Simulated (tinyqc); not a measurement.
Inside a calculation. Model: one-dimensional ballistic tunnel FET, two-band WKB.

Program tinyqc, `OMP_NUM_THREADS=1 python tinyqc.py 2620030 2620031 out.jsonl`; Intel Xeon 2.30GHz, shared host, one thread, about 0.01 s. Printed values are rounded.

A p-type source for x < 0 with its Fermi level at 0 and its valence edge at ds; in the channel the bands fall as D exp(-x/lam) towards their flat values, with the conduction edge at Ec = ds - dP and D = dP + Eg. The gate moves dP one to one. The drain Fermi level lies at -Vd and the drain side reflects nothing. For w = E - Ec between 0 and dP an electron crosses the gap. Two-band dispersion with equal masses m: inside the gap kappa = sqrt(m u (1 - u/Eg)/C), u the distance from a band edge, C = hbar^2/(2 m0).

Parameters, values chosen for the exercise; band and dielectric values close to those of In0.53Ga0.47As:
```
symbol,value,unit,meaning
T,300,K,temperature
Eg,0.731,eV,band gap
m,0.042,m0,band-edge mass of the two-band model
lam,4.5,nm,screening length of the source junction
ds,0.03,eV,source valence edge above the source Fermi level
Vd,0.5,V,drain bias
g,2,,number of degenerate subbands (spin apart)
dP,0.14,eV,tunnelling window Ev(source) - Ec(channel)
w0,0.049,eV,energy above the channel conduction edge
nc,10,,cells of the path
nE,13,,points of the energy grid
```

Constants: q = 1.602176634e-19 C, kB = 1.380649e-23 J/K, hbar = 1.054571817e-34 J s, h = 6.62607015e-34 J s, m0 = 9.1093837015e-31 kg, Vt = kB T/q, hbar^2/(2 m0) = 0.0380998212 eV nm^2. Results are converted to the units shown.

## The path through the gap by the midpoint rule

At w = w0 the path runs from xa = lam ln(D/(w + Eg)) to xb = lam ln(D/w); u(x) = w + Eg - D exp(-x/lam) is the height above the valence edge. Cut it into nc equal cells: S = 2 (cell width) times the sum of kappa at the centres.

xa = 0.496566 nm
xb = 12.9502 nm

```
cell   x (nm)    u (eV)  kappa (1/nm)
0      1.1192  0.100797      0.309505
1      2.3646  0.264997      0.431538
2      3.6100  0.389501      0.447872
3      4.8553  0.483906      0.424635
4      6.1007  0.555488      0.383438
5      7.3461  0.609764      0.333888
6      8.5914  0.650920      0.280370
7      9.8368  0.682125      0.224222
8     11.0822  0.705787      0.163815
9     12.3275  0.723728      0.089087
```

S = 7.69229

## The exponent in closed form

S(w) = 2 lam int_0^Eg kappa(u) du/(w + Eg - u) = 2 pi lam sqrt(m/(C Eg)) [w + Eg/2 - sqrt(w (w + Eg))], T(w) = exp(-S). The common triangular estimate is S = (4/3) lam sqrt(m/C) Eg^1.5/(dP + Eg) for all w.

S(w0) = 7.60400
T(w0) = 4.98452e-4
triangular S = 4.52035

The midpoint value is 1.2 % above the closed form, and the triangular estimate 41 % below it.

## Current on a coarse grid

S(w) = 2 lam int_0^Eg kappa(u) du/(w + Eg - u) = 2 pi lam sqrt(m/(C Eg)) [w + Eg/2 - sqrt(w (w + Eg))], T(w) = exp(-S). I = g (2 q^2/h) int_0^dP T(w) [f(E) - f(E + Vd)] dw, E = ds - dP + w, f(x) = 1/(1 + exp(x/Vt)). Simpson's rule on nE equally spaced points.

```
point    w (eV)        T(w)  difference of the f
0      0.000000  3.07975e-6             0.986005
1      0.011667  5.20256e-5             0.978198
2      0.023333  1.37159e-4             0.966184
3      0.035000  2.69023e-4             0.947902
4      0.046667  4.54418e-4             0.920550
5      0.058333  6.99200e-4             0.880645
6      0.070000  0.00100834             0.824519
7      0.081667  0.00138599             0.749507
8      0.093333  0.00183552             0.655814
9      0.105000  0.00235960             0.548202
10     0.116667  0.00296023             0.435885
11     0.128333  0.00363884             0.329783
12     0.140000  0.00439634             0.238585
```

I = 0.0160424 uA

A converged quadrature gives 0.01604 uA; this grid is within 0.01 % of that.
